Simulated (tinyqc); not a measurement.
# Changing the overdrive V_ov

Model: thermal, flicker and telegraph noise of a field-effect transistor. Computed by tinyqc, a small Python program. Command: `OMP_NUM_THREADS=1 python tinyqc.py 3012578 3012579 out.jsonl noise sweep`. One thread of a shared host (Intel(R) Xeon(R) Processor @ 2.30GHz), about 0.01 s of CPU time with the checks.

Strong inversion, threshold roll-off and channel-length modulation left out; noise sources are uncorrelated and are given as one-sided spectral densities.

Inputs (values chosen for the exercise, modelled on a high-k silicon transistor):
```
quantity,value,unit
width W,2.3,micrometre
length L,2200,nm
electrical oxide thickness t,3,nm
mobility mu,230,cm^2/(V s)
saturation velocity v_s,1,1e7 cm/s
thermal noise factor gamma,0.667,-
oxide trap density N_t,9e+15,1/(eV cm^3)
oxide barrier phi,3,eV
oxide mass m_ox,0.25,m_0
Hooge parameter alpha_H,0.00031,-
frequency f,200,Hz
temperature T,300,K
```

Operating region: saturation. Flicker model: Hooge.

Constants: eps_0 = 8.8541878128e-12 F/m; hbar = 1.054571817e-34 J s; m_0 = 9.1093837015e-31 kg; e = 1.602176634e-19 C; k_B = 8.617333262e-05 eV/K; k_B = 1.380649e-23 J/K.

Method:
- C_ox = 3.9 eps_0/t; V_c = 2 v_s L/mu; I = W C_ox v_s V_ov^2/(V_ov + V_c); g_m = W C_ox v_s V_ov (V_ov + 2 V_c)/(V_ov + V_c)^2; g_d0 = mu C_ox (W/L) V_ov.
- Tunnelling length lambda = hbar/(2 sqrt(2 m_ox phi)); flat-band noise S_Vfb = e^2 k_B T lambda N_t/(W L C_ox^2 f). Hooge: S_I = I^2 alpha_H/(f N), N = W L C_ox V_ov/e (the source-end density).
- Thermal: S_I = 4 k_B T gamma g_d0; input-referred S_V = S_I/g_m^2; corner f_c where flicker equals thermal.
- Total input noise from 1 Hz to f_c: sqrt(S_V,thermal [f_c ln(f_c/1 Hz) + f_c - 1 Hz]).

One run for each value:
```
overdrive V_ov (V),input-referred thermal noise (nV/sqrt(Hz)),corner frequency f_c (Hz),flicker S_I/I^2 (1/Hz),g_m (microsiemens)
0.20,14.351,2.0919e+05,2.1319e-11,54.50
0.25,12.886,3.2517e+05,1.7055e-11,67.86
0.32,11.451,5.2893e+05,1.3324e-11,86.39
0.40,10.305,8.1969e+05,1.0660e-11,107.33
0.50,9.288,1.2678e+06,8.5277e-12,133.14
0.63,8.356,1.9863e+06,6.7680e-12,166.12
0.79,7.553,3.0733e+06,5.3972e-12,205.82
1.00,6.818,4.8222e+06,4.2638e-12,256.49
```

Over the rows, input-referred thermal noise (nV/sqrt(Hz)) falls from 14.4 to 6.82 (exponent d ln y / d ln x -0.48 between the first rows and -0.43 between the last); corner frequency f_c (Hz) rises from 209000 to 4.82e6 (exponent d ln y / d ln x about 1.9 throughout); flicker S_I/I^2 (1/Hz) falls from 2.13e-11 to 4.26e-12 (exponent d ln y / d ln x about -1.0 throughout).
